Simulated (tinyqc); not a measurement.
Inversion-layer mobility, back-scattering and ballistic limit of a field-effect transistor: one step, computed by the program tinyqc. Command: `OMP_NUM_THREADS=1 python tinyqc.py 3018663 3018664 out.jsonl mos walk`. One thread of a shared host (Intel(R) Xeon(R) Processor @ 2.30GHz), about 0.01 s of CPU time with the checks.

The charge at the top of the source barrier is fixed by the gate; series resistance and short-channel effects are left out. F_j are Fermi integrals normalised to exp(eta) in the classical limit.

Problem. Effective mobility. mu_phonon = mu_ph (E_eff/1 MV/cm)^(-0.3) (T/300 K)^(-1.75); mu_rough = mu_sr (E_eff/1 MV/cm)^(-2); mu_Coulomb = mu_C (N_inv/1e12 cm^-2) (T/300 K); Matthiessen's rule adds 1/mu.

Inputs (values chosen for the exercise, modelled on an InGaAs n-channel):

| quantity | value | unit |
|---|---|---|
| phonon mobility at 1 MV/cm and 300 K, mu_ph | 3200 | cm^2/(V s) |
| roughness mobility at 1 MV/cm, mu_sr | 2000 | cm^2/(V s) |
| Coulomb mobility at N_inv = 1e12/cm^2, mu_C | 2400 | cm^2/(V s) |
| temperature T | 300 | K |

Statistics at the top of the barrier: Fermi-Dirac.

inversion density N_inv = 2.075451e+12 1/cm^2

effective field E_eff = 0.3433812 MV/cm

Give: phonon part; roughness part; Coulomb part; effective mobility mu.

Solution.

phonon part = 4409.8 cm^2/(V s)

roughness part = 16962 cm^2/(V s)

Coulomb part = 4981.1 cm^2/(V s)

effective mobility mu = 2055.6 cm^2/(V s)

The phonon part is the lowest and holds 47 % of 1/mu.
